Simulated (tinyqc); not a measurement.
## Frequency dispersion of an accumulation capacitance by border traps, distributed model: capacitance and loss against frequency

Traps spread evenly through the insulator exchange electrons with the semiconductor by tunnelling, with tau(x) = t0 exp(2 ka x) at depth x from the interface. The admittance per area Y seen at depth x obeys dY/dx = -Y^2/(i w eps0 eox) + q Nb ln(1 + i w tau)/tau, with Y(0) = i w Cs and w = 2 pi f; the gate sees Y(tox) = G + i w C. Working variable y = Y/(i w), in uF/cm^2. Cox = eps0 eox/tox.

Cox; trap-free value 1/(1/Cox + 1/Cs); response depth d = ln(1/(w t0))/(2 ka), where w tau = 1; lumped estimate: all traps within d act as C_bt = q Nb d placed at d/2, so C = 1/{1/[1/(1/Cs + d/(2 eps0 eox)) + C_bt] + (tox - d/2)/(eps0 eox)}. C and G from a fine integration; dispersion -d C/d log10 f over C, from f times and over 1.1. For a broad spread of time constants G/w is close to -(pi/2) dC/d ln w.

Inputs (values chosen for the exercise); permittivity close to that of zirconium oxide:
- eox = 21.5 (relative permittivity of the insulator)
- tox = 7.8 nm (insulator thickness)
- Cs = 5.3 uF/cm^2 (semiconductor capacitance in accumulation)
- Nb = 5.5e18 cm^-3 eV^-1 (density of border traps)
- ka = 4.7 1/nm (decay constant of the wave function in the insulator)
- t0 = 7e-9 s (time constant of a trap at the interface)

Constants: q = 1.602176634e-19 C, eps0 = 8.8541878128e-14 F/cm where lengths are in cm. Results are converted to the units shown.

The same in every row: trap-free C (uF/cm^2) = 1.671.

Results:

| f (Hz) | d (nm) | C (uF/cm^2) | G/w (uF/cm^2) | dispersion (% a decade) | -(pi/2) dC/d ln w (uF/cm^2) | lumped C (uF/cm^2) |
|---|---|---|---|---|---|---|
| 10 | 1.557 | 1.693 | 0.003043 | 0.2633 | 0.003041 | 1.691 |
| 100 | 1.312 | 1.689 | 0.002777 | 0.2409 | 0.002775 | 1.687 |
| 1000 | 1.067 | 1.685 | 0.002522 | 0.2193 | 0.002521 | 1.683 |
| 10000 | 0.8222 | 1.681 | 0.002280 | 0.1986 | 0.002278 | 1.680 |
| 1e5 | 0.5773 | 1.678 | 0.002047 | 0.1788 | 0.002047 | 1.677 |
| 1e7 | 0.08738 | 1.673 | 0.001437 | 0.1350 | 0.001540 | 1.672 |

Estimate the missing row, f = 1e6 Hz.

Computed row:

| f (Hz) | d (nm) | C (uF/cm^2) | G/w (uF/cm^2) | dispersion (% a decade) | -(pi/2) dC/d ln w (uF/cm^2) | lumped C (uF/cm^2) |
|---|---|---|---|---|---|---|
| 1e6 | 0.3323 | 1.675 | 0.001811 | 0.1599 | 0.001828 | 1.674 |

With this row back in the table: C falls from 1.693 to 1.673 uF/cm^2, towards the trap-free 1.671; each decade of frequency removes ln 10/(2 ka) = 0.245 nm from the response depth. The dispersion falls from 0.263 to 0.135 % a decade and G/w falls from 0.00304 to 0.00144 uF/cm^2. G/w lies between 0.933 and 1.00 times -(pi/2) dC/d ln w, the relation for a broad spread of time constants.

Numbers from tinyqc (`OMP_NUM_THREADS=1 python tinyqc.py 2202093 2202094 out.jsonl`; about 0.4 s on one thread of a shared Intel Xeon 2.30GHz).
